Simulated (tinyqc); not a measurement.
# AlGaN/GaN HEMT with access regions, lumped model: what changes with what

A polarisation-induced electron sheet under a Schottky gate, in series with two ungated access regions and contacts. Drift law v = mu E/(1 + mu E/vs) under the gate. Currents in mA/mm, resistances in ohm mm. No self-heating, no channel-length modulation; fits for polarisation, barrier and offset are chosen for the exercise.

Values chosen for this exercise; values close to those of AlGaN/GaN structures: aluminium share of the barrier x = 0.18; barrier thickness d = 18 nm; relative permittivity of barrier and channel eps_r = 9.1; channel mobility mu = 1200 cm^2/(V s); saturation velocity vs = 1.1e7 cm/s; gate length Lg = 0.5 um; source access length Ls = 2 um; drain access length Ld = 4 um; resistance of each contact Rc = 0.29 ohm mm; share of the drain-access electrons removed by traps ft = 0.2; gate voltage Vg = 0 V; critical field Ec = 3 MV/cm; depth over which the depleted charge spreads te = 0.27 um; insulator under the field plate tf = 50 nm; relative permittivity of that insulator ei = 7.

Constants: q = 1.602176634e-19 C, eps0 = 8.8541878128e-14 F/cm where lengths are in cm. Results are converted to the units shown.

Each table varies one quantity; the others keep the values above.

## Effect of the aluminium share of the barrier

sigma = (5e13 x + 1.6e13 x^2) cm^-2, phiB = 0.84 + 1.3 x, dEc = 0.7 (1.71 x + x^2) in volts, Cb = eps0 eps_r/d, VT = phiB - dEc - q sigma/Cb, access density n0 = -Cb VT/q. Access resistance R(L, n) = L/(q mu n sqrt(1 - (I/(q n vs))^2)); Rs = Rc + R(Ls, n0), Rd = Rc + R(Ld, (1 - ft) n0). Vg' = Vg - I Rs, Vd' = Vd - I (Rs + Rd); with u = Vg' - VT, Vc = vs Lg/mu and w the smaller of Vd' and Vc [sqrt(1 + 2 u/Vc) - 1] (0 if negative), the channel gives (mu Cb/Lg)(u w - w^2/2)/(1 + w/Vc). I equals that channel current. Isat is I at Vd = 10 V, gm = dIsat/dVg, Ron the limit of Vd/I at small Vd.

Results:
```
x,VT (V),n0 (cm^-2),Ron (ohm mm),Isat (mA/mm),gm (mS/mm)
0.12,-1.388,3.877e12,10.64,164.2,144.1
0.17,-2.371,6.623e12,6.470,383.1,189.2
0.22,-3.386,9.459e12,4.704,650.1,218.6
0.27,-4.433,1.238e13,3.730,952.8,239.6
0.32,-5.512,1.540e13,3.113,1284,255.7
0.42,-7.767,2.170e13,2.378,2020,279.0
```

Estimate the missing row, x = 0.37.

Computed row:
```
x,VT (V),n0 (cm^-2),Ron (ohm mm),Isat (mA/mm),gm (mS/mm)
0.37,-6.623,1.850e13,2.688,1641,268.5
```

With this row back in the table: As x goes from 0.12 to 0.42, Ron falls from 10.6 to 2.38 ohm mm, Isat rises from 164 to 2020 mA/mm and gm rises from 144 to 279 mS/mm. VT falls from -1.39 to -7.77 V. For x = 0.22 to 0.42 the power passes 5 W/mm, where self-heating, left out here, lowers the current.

## Effect of the gate voltage

Same model as above.

The same in every row: VT (V) = -2.571; n0 (cm^-2) = 7.183e12.

Results:
```
Vg (V),Ron (ohm mm),Isat (mA/mm),gm (mS/mm)
-2.2,8.158,32.84,132.7
-1.7,6.717,110.6,171.3
-0.6,6.121,315.6,194.9
-0.1,6.025,413.6,196.2
0.4,5.962,511.2,193.6
1,5.909,625.2,185.7
1.5,5.877,715.5,175.2
```

Estimate the missing row, Vg = -1.1 V.

Computed row:
```
Vg (V),Ron (ohm mm),Isat (mA/mm),gm (mS/mm)
-1.1,6.281,219.4,188.9
```

With this row back in the table: As Vg goes from -2.2 to 1.5 V, Ron falls from 8.16 to 5.88 ohm mm, Isat rises from 32.8 to 716 mA/mm and gm goes from 133 through a maximum of 196 (at Vg = -0.1 V among the rows listed) to 175 mS/mm. The ceiling Cb vs is 492 mS/mm. For Vg = 0.4 to 1.5 V the power passes 5 W/mm, where self-heating, left out here, lowers the current. For Vg = 1 to 1.5 V Vg comes within 0.2 V of phiB or passes it, so at low drain current, as for Ron, the Schottky gate would conduct.

## Field plate: effect of the aluminium share of the barrier

Off state: a depleted stretch that holds the voltage V has the peak field sqrt(k V), k = 2 q n0/(eps0 eps_r te), so one edge holds V1 = Ec^2/k. The sheet under the plate pinches off at Vf = q n0 (1/Cb + tf/(eps0 ei)); beyond it the gate edge is screened. BV = V1 if Vf >= V1, else Vf + V1, and at most Ec Ld.

The same in every row: Ec Ld (V) = 1200.0.

Field plate: effect of the aluminium share of the barrier:
```
x,Vf (V),V1 (V),BV (V)
0.14,8.1941,123.07,131.26
0.18,11.855,85.064,96.919
0.22,15.611,64.598,80.209
0.26,19.462,51.816,71.278
0.3,23.408,43.082,66.490
0.34,27.448,36.740,64.188
0.38,31.584,31.929,63.513
```

BV falls from 131 to 63.5 V. The plate helps (Vf < V1) in 7 of the 7 rows, and the access length caps BV in 0. More sheet charge lowers Ron but steepens the field, so V1 falls.

tinyqc, about 0.01 s, one thread, Intel Xeon 2.30GHz (shared host): `OMP_NUM_THREADS=1 python tinyqc.py 2570101 2570102 out.jsonl`
